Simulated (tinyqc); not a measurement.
# A and C from the efficiency peak

Inverse problem. ABC model of an LED: J = q da (A n + Ba n^2 + Ca n^3), IQE = Ba n^2/(A n + Ba n^2 + Ca n^3), differential lifetime 1/(A + 2 Ba n + 3 Ca n^2). The peak lies at n = sqrt(A/Ca). Given Ba, find n at the peak, A and Ca.

Inputs (values chosen for the exercise):
```
symbol,value,unit,meaning
Ba,5.8e-10,cm^3/s,radiative coefficient of the active layer
da,48,nm,thickness of the active layer
```

Constants: q = 1.602176634e-19 C. Results are converted to the units shown.

peak IQE = 98.422665 %
J at the peak = 67.979155 A/cm^2

Solution. IQE J = q da Ba n^2 gives n. At the peak A n = Ca n^3, each being half of the non-radiative rate Ba n^2 (1/IQE - 1).

n at the peak = 3.87e17 cm^-3
A = 1.80e6 1/s
Ca = 1.20e-29 cm^6/s

tinyqc, about 0.01 s, one thread, Intel Xeon 2.30GHz (shared host): `OMP_NUM_THREADS=1 python tinyqc.py 2300136 2300137 out.jsonl`
